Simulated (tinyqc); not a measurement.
Comparisons within one model: thresholds of impact ionisation and Auger recombination from band masses. A value that a table varies takes the place of the one given here.

Parabolic bands, no phonon. At threshold the three slow carriers share one velocity. With M their total mass and m4 the mass of the fast carrier, the fast carrier has the kinetic energy E_T = G M/(M - m4) and the slow ones together E_a = G m4/(M - m4), the activation energy of the Auger rate. CCCH (fast electron): G = Eg, M = 2 me + mh, m4 = me. CHHS (hole into the split-off band): G = Eg - Dso, M = 2 mh + me, m4 = ms; this form holds for Eg > Dso (below, the process needs about Dso - Eg and is marked by a dash). CHHL (hole into the light band): G = Eg, M = 2 mh + me, m4 = ml. CHHH (fast heavy hole): G = Eg, M = 2 mh + me, m4 = mh.

Non-parabolic fast electron: E (1 + alpha E) = c k^2/me with alpha = (1 - me)^2/Eg; the slow carriers stay parabolic, so E_T = Eg + me E_T (1 + alpha E_T)/M, M = 2 me + mh (the root between Eg and 1.9 Eg).

Constants: kB = 8.617333262e-05 eV/K; hc = 1239.841984 eV nm.

Parameters, chosen for this exercise (near those of InAs, gap at low temperature and not tied to T; the results hold for these values, not for the real material): Eg = 0.413 eV (gap at Gamma to the s-like level); Dso = 0.391 eV (spin-orbit splitting); me = 0.0263 m0 (electron mass at Gamma); mh = 0.44 m0 (heavy-hole mass); ms = 0.15 m0 (split-off mass); ml = 0.0269 m0 (light-hole mass); T = 250 K (temperature).

## The gap of an alloy series

Eg is varied with me and ml proportional to it; mh, ms and Dso are kept. E_a of three processes; wavelength hc/Eg.

Results:
```
Eg (eV),wavelength (micrometre),me,CCCH (meV),CCCH non-parabolic (meV),CHHS (meV),CHHL (meV),"log10 exp(-E_a/kT), non-parabolic"
0.124,10.00,0.0079,2.2,4.5,-,1.1,-0.09
0.206,6.02,0.0131,6.0,12.5,-,3.1,-0.25
0.310,4.00,0.0197,13.3,28.6,-,7.1,-0.58
0.413,3.00,0.0263,23.3,51.2,4.4,12.6,-1.03
0.516,2.40,0.0329,35.9,80.7,24.6,19.7,-1.63
0.661,1.88,0.0421,57.7,134.4,52.5,32.4,-2.71
0.826,1.50,0.0526,88.2,213.6,83.4,50.6,-4.31
```

E_a of CCCH goes nearly as Eg^2 (power 1.95 over the table), as both G and me grow; the non-parabolic value goes with the power 2.04, and its Boltzmann factor spans 4.2 decades; rows with E_a far above kT are formal, since phonon-assisted processes and side valleys rule there. CHHS is resonant at Eg = Dso = 0.391 eV, with no activation, and is the easiest process near there; it has the lowest E_a of the parabolic values for Eg = 0.413 eV.

## The mass ratio

mu = me/mh is varied; thresholds in units of Eg for ionisation started by an electron, (1 + 2 mu)/(1 + mu), and by a heavy hole, (2 + mu)/(1 + mu).

Results:
```
mu,electron (Eg),hole (Eg),electron (eV),hole (eV)
0.059,1.0557,1.9443,0.436,0.803
0.060,1.0566,1.9434,0.436,0.803
0.062,1.0584,1.9416,0.437,0.802
0.150,1.1304,1.8696,0.467,0.772
0.730,1.4220,1.5780,0.587,0.652
1.000,1.5000,1.5000,0.620,0.620
1.400,1.5833,1.4167,0.654,0.585
```

The two thresholds add up to 3 Eg in every row and are equal, 3/2 Eg, at mu = 1. The lighter carrier has the lower threshold; in the first row the two differ by 0.367 eV, which would favour one carrier in avalanche multiplication. Real ionisation rates depend on the whole band structure and can be nearly equal although the edge masses differ.

## What each parameter does

Activation energies. Each row changes one parameter from the base and keeps the others.

Results:
```
case,CCCH (meV),CCCH non-parabolic (meV),CHHL (meV)
base,23.29,51.19,12.63
Eg = 0.3717 eV,20.96,46.07,11.37
Dso = 0.4301 eV,23.29,51.19,12.63
me = 0.0289 m0,25.45,56.47,12.60
mh = 0.396 m0,25.72,57.35,14.04
ms = 0.135 m0,23.29,51.19,12.63
ml = 0.0296 m0,23.29,51.19,13.94
```

The largest shifts from the base row, up to three for each result and ties (the steps differ in size, so this ranks the rows, not the parameters). CCCH (meV): mh +2.43, Eg -2.33, me +2.16; unchanged at the printed digits by Dso, ms and ml. CCCH non-parabolic (meV): mh +6.16, me +5.28, Eg -5.12; unchanged at the printed digits by Dso, ms and ml. CHHL (meV): mh +1.40, ml +1.31, Eg -1.26; unchanged at the printed digits by Dso and ms.

(tinyqc, `OMP_NUM_THREADS=1 python tinyqc.py 1880394 1880395 out.jsonl`, Intel(R) Xeon(R) Processor @ 2.30GHz, 1 thread, shared host, about 0.01 s.)
